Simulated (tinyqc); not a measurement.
# MOS inversion layer, Poisson-Schroedinger loop: two studies

Electrons confined at an insulator interface at z = 0, treated as a hard wall; parabolic valleys, Hartree approximation, no image or exchange terms. The depletion charge lies far deeper than the electrons and gives a uniform field q Nd/(eps0 eps_r); the gate balances all charge. Energies are counted from the band edge at the interface.

Inputs (values chosen for the exercise); masses and permittivity close to those of gallium nitride:
- T = 300 K (temperature)
- eps_r = 9.65 (relative permittivity)
- mz1 = 0.203 m0 (mass along z of valley set A (1 valley(s)))
- md1 = 0.201 m0 (in-plane density-of-states mass of set A)
- Ns = 3.8e12 cm^-2 (sheet density of electrons)
- Nd = 1.3e11 cm^-2 (sheet density of depletion charge)

Constants: q = 1.602176634e-19 C, kB = 1.380649e-23 J/K, hbar = 1.054571817e-34 J s, m0 = 9.1093837015e-31 kg, Vt = kB T/q, eps0 = 8.8541878128e-14 F/cm where lengths are in cm, hbar^2/(2 m0) = 0.0380998212 eV nm^2. Results are converted to the units shown.

Each table varies one quantity; the others keep the values above.

## Effect of the sheet density of electrons

Schroedinger equation -(C/mz) psi'' + (V0 + U) psi = E psi, C = hbar^2/(2 m0), psi(0) = 0, on a uniform mesh of 800 nodes with a far wall at 91 nm, 8 levels a set; V0 = q Nd z/(eps0 eps_r); dU/dz = q (Ns - integral of n from 0 to z)/(eps0 eps_r), U(0) = 0; N_k = g md m0 q Vt/(pi hbar^2) ln(1 + exp((EF - E_k)/Vt)), g the number of valleys of the set, sum N_k = Ns. Triangular well: E_k = a_k (C F^2/mz)^(1/3), a_1 = 2.338107, a_2 = 4.087949, C = hbar^2/(2 m0), F in eV/nm. Fang-Howard (all electrons in the lowest level of set A): b^3 = 6 (mz1/C) q (Nd + 11 Ns/32)/(eps0 eps_r), centroid 3/b, level C b^2/(4 mz1) + (3/b) q (Nd + 11 Ns/16)/(eps0 eps_r). The centroid adds 3.9 z_av/eps_r to an oxide-equivalent thickness. Shares under 0.0001 % are printed as 0.

Result of one run:

| Ns (cm^-2) | A1 (meV) | A2 (meV) | EF (meV) | share of A1 (%) | share of A2 (%) | centroid z_av (nm) | added oxide equivalent (nm) | Fang-Howard centroid (nm) |
|---|---|---|---|---|---|---|---|---|
| 9.7e11 | 89.7 | 131 | 63.8 | 70.0 | 16.2 | 6.45 | 2.61 | 4.60 |

What becomes of these results when the sheet density of electrons Ns is changed from 9.7e11 to 2e13 cm^-2, all else the same?

Result of the changed run:

| Ns (cm^-2) | A1 (meV) | A2 (meV) | EF (meV) | share of A1 (%) | share of A2 (%) | centroid z_av (nm) | added oxide equivalent (nm) | Fang-Howard centroid (nm) |
|---|---|---|---|---|---|---|---|---|
| 2e13 | 605 | 793 | 809 | 85.6 | 11.4 | 2.27 | 0.917 | 1.86 |

The whole series:

| Ns (cm^-2) | A1 (meV) | A2 (meV) | EF (meV) | share of A1 (%) | share of A2 (%) | centroid z_av (nm) | added oxide equivalent (nm) | Fang-Howard centroid (nm) |
|---|---|---|---|---|---|---|---|---|
| 1e11 | 33.7 | 55.7 | -63.1 | 50.7 | 21.8 | 10.6 | 4.29 | 6.50 |
| 2.1e11 | 42.8 | 68.3 | -32.4 | 55.0 | 20.9 | 9.57 | 3.87 | 6.06 |
| 4.5e11 | 59.7 | 91.2 | 8.18 | 61.6 | 19.1 | 8.10 | 3.27 | 5.41 |
| 9.7e11 | 89.7 | 131 | 63.8 | 70.0 | 16.2 | 6.45 | 2.61 | 4.60 |
| 2.1e12 | 142 | 197 | 145 | 78.1 | 12.9 | 4.93 | 1.99 | 3.75 |
| 4.4e12 | 225 | 301 | 264 | 83.9 | 10.3 | 3.76 | 1.52 | 3.02 |
| 9.4e12 | 368 | 482 | 464 | 86.7 | 9.43 | 2.88 | 1.17 | 2.38 |
| 2e13 | 605 | 793 | 809 | 85.6 | 11.4 | 2.27 | 0.917 | 1.86 |

As Ns goes from 1e11 to 2e13, A1 rises from 33.7 to 605 meV, the share of A1 goes from 50.7 through a maximum of 86.7 (at Ns = 9.4e12 among the rows listed) to 85.6 % and the centroid falls from 10.6 to 2.27 nm. A1 goes as Ns^(0.66) between the last two rows (a triangular well in the field of that charge alone gives 2/3). EF lies more than 2 meV above A1 for Ns = 2.1e12, 4.4e12, 9.4e12, 2e13. The Fang-Howard centroid is 39 % below the full one in the first row, where A1 holds 50.7 %, and 18 % below it in the last, where A1 holds 85.6 %. For Ns = 1e11, 2.1e11, 4.5e11, 9.7e11 the eighth level of a set still holds over 0.4 % of the electrons, so more levels and a farther wall would raise the centroid.

## Effect of the sheet density of depletion charge

Schroedinger equation -(C/mz) psi'' + (V0 + U) psi = E psi, C = hbar^2/(2 m0), psi(0) = 0, on a uniform mesh of 800 nodes with a far wall at 29 nm, 8 levels a set; V0 = q Nd z/(eps0 eps_r); dU/dz = q (Ns - integral of n from 0 to z)/(eps0 eps_r), U(0) = 0; N_k = g md m0 q Vt/(pi hbar^2) ln(1 + exp((EF - E_k)/Vt)), g the number of valleys of the set, sum N_k = Ns.

Result of one run:

| Nd (cm^-2) | A1 (meV) | A2 (meV) | EF (meV) | share of A1 (%) | share of A2 (%) | centroid z_av (nm) | added oxide equivalent (nm) | Fang-Howard centroid (nm) |
|---|---|---|---|---|---|---|---|---|
| 1e11 | 204 | 275 | 234 | 82.5 | 10.9 | 3.96 | 1.60 | 3.18 |

What becomes of these results when the sheet density of depletion charge Nd is changed from 1e11 to 5e12 cm^-2, all else the same?

Result of the changed run:

| Nd (cm^-2) | A1 (meV) | A2 (meV) | EF (meV) | share of A1 (%) | share of A2 (%) | centroid z_av (nm) | added oxide equivalent (nm) | Fang-Howard centroid (nm) |
|---|---|---|---|---|---|---|---|---|
| 5e12 | 374 | 597 | 415 | 100 | 0.0485 | 1.81 | 0.731 | 1.93 |

The whole series:

| Nd (cm^-2) | A1 (meV) | A2 (meV) | EF (meV) | share of A1 (%) | share of A2 (%) | centroid z_av (nm) | added oxide equivalent (nm) | Fang-Howard centroid (nm) |
|---|---|---|---|---|---|---|---|---|
| 1e11 | 204 | 275 | 234 | 82.5 | 10.9 | 3.96 | 1.60 | 3.18 |
| 1.7e11 | 206 | 279 | 237 | 83.8 | 10.6 | 3.76 | 1.52 | 3.12 |
| 3.1e11 | 211 | 287 | 244 | 86.3 | 9.90 | 3.42 | 1.38 | 3.03 |
| 5.3e11 | 219 | 302 | 254 | 89.6 | 8.38 | 3.07 | 1.24 | 2.91 |
| 9.4e11 | 234 | 331 | 271 | 93.9 | 5.49 | 2.70 | 1.09 | 2.72 |
| 1.6e12 | 259 | 378 | 298 | 97.4 | 2.46 | 2.39 | 0.966 | 2.49 |
| 2.9e12 | 305 | 468 | 345 | 99.5 | 0.494 | 2.08 | 0.839 | 2.20 |
| 5e12 | 374 | 597 | 415 | 100 | 0.0485 | 1.81 | 0.731 | 1.93 |

As Nd goes from 1e11 to 5e12, A1 rises from 204 to 374 meV, the share of A1 rises from 82.5 to 100 % and the centroid falls from 3.96 to 1.81 nm. A1 goes as Nd^(0.38) between the last two rows (a triangular well in the field of that charge alone gives 2/3). The Fang-Howard centroid is 20 % below the full one in the first row, where A1 holds 82.5 %, and 6.4 % above it in the last, where A1 holds 100 %.

Program tinyqc, `OMP_NUM_THREADS=1 python tinyqc.py 2160073 2160074 out.jsonl`; Intel Xeon 2.30GHz, shared host, one thread, about 0.6 s.
